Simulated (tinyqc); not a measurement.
# Changing the grain size d

Model: grain-boundary diffusion: Harrison regimes, Fisher and Le Claire analysis, Hart average. Computed by tinyqc, a small Python program. Command: `OMP_NUM_THREADS=1 python tinyqc.py 3010492 3010493 out.jsonl gbdiff sweep`. One thread of a shared host (Intel(R) Xeon(R) Processor @ 2.30GHz), about 0.01 s of CPU time with the checks.

A boundary is a slab of width delta with diffusivity D_b, normal to a surface held at constant concentration; it leaks into grains of diffusivity D.

Inputs (values chosen for the exercise, for a model polycrystal):
```
quantity                          value   unit
lattice prefactor D0            1.6e-05  m^2/s
lattice activation energy E        2.48     eV
boundary prefactor D0b          2.6e-05  m^2/s
boundary activation energy E_b     1.52     eV
boundary width delta               0.92     nm
segregation factor s                  3      -
temperature T                       703      K
time t                           960000      s
```

Constants: k_B = 8.617333262e-05 eV/K.

Method:
- D = D0 exp(-E/(k_B T)), D_b = D0b exp(-E_b/(k_B T)).
- Triple product P = s delta D_b.
- Hart average for parallel slabs: f = delta/d, D_eff = (s f D_b + (1 - f) D)/(1 - f + s f); share of the boundaries = s f D_b/(s f D_b + (1 - f) D); depth sqrt(D_eff t).

One run for each value:
```
grain size d (um)  D_eff (m^2/s)  share of the boundaries  depth sqrt(D_eff t) (um)
0.01                  7.6862e-17                  1.00000                    8.5900
0.036                 2.4050e-17                  1.00000                    4.8050
0.13                  6.9027e-18                  1.00000                    2.5742
0.48                  1.8887e-18                  0.99999                    1.3465
1.7                   5.3477e-19                  0.99995                    0.7165
6.3                   1.4444e-19                  0.99982                    0.3724
23                    3.9591e-20                  0.99933                    0.1950
83                    1.0991e-20                  0.99758                    0.1027
300                   3.0601e-21                  0.99130                    0.0542
```

Over the rows, D_eff (m^2/s) falls from 7.69e-17 to 3.06e-21 (exponent d ln y / d ln x -0.91 between the first rows and -1.00 between the last); share of the boundaries falls from 1.0000 to 0.9913; depth sqrt(D_eff t) (um) falls from 8.59 to 0.0542 (exponent d ln y / d ln x -0.45 between the first rows and -0.50 between the last). At the high end the exponent of D_eff is -1.00, close to -1: boundaries carry the flux, in proportion to their number.

Caution (all rows): outside regime A (which needs sqrt(D t) above about 3 d) the Hart average and its depth are formal: they describe a profile only in regime A or at steady state.
